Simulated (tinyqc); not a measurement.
On-chip power grid, static voltage drop by conjugate gradients: one step of the calculation.

A grid of 4 rows and 3 columns, node k = 3 row + column. Neighbours in a row are joined by Rx, in a column by Ry; pad nodes, which reach the supply through Rp: 0, 2, 9, 11. Each node draws I0, node 3 draws kh I0. The drops u = Vdd - V solve G u = i, with G the conductance matrix (1/Rp added on the diagonal at pad nodes).

Question. Diagonal of G, loads and first direction. G_kk = sum of the conductances at node k. Start u = 0, so the residual is r = i; p = r.

Values chosen for this exercise: resistance of a horizontal segment Rx = 0.29 ohm; resistance of a vertical segment Ry = 0.21 ohm; resistance from a pad node to the supply Rp = 0.12 ohm; load current of an ordinary node I0 = 1.2 mA; factor on the load at the hot node kh = 5.

Find: G_kk; r at the start; p at the start.

Answer.

G_kk (S):
```
        col 0   col 1   col 2
row 0  16.544  11.658  16.544
row 1  12.972  16.420  12.972
row 2  12.972  16.420  12.972
row 3  16.544  11.658  16.544
```

r at the start (mA):
```
        col 0   col 1   col 2
row 0  1.2000  1.2000  1.2000
row 1  6.0000  1.2000  1.2000
row 2  1.2000  1.2000  1.2000
row 3  1.2000  1.2000  1.2000
```

p at the start (mA):
```
        col 0   col 1   col 2
row 0  1.2000  1.2000  1.2000
row 1  6.0000  1.2000  1.2000
row 2  1.2000  1.2000  1.2000
row 3  1.2000  1.2000  1.2000
```

Numbers from tinyqc (`OMP_NUM_THREADS=1 python tinyqc.py 2770149 2770150 out.jsonl`; about 0.3 s on one thread of a shared Intel Xeon 2.30GHz).
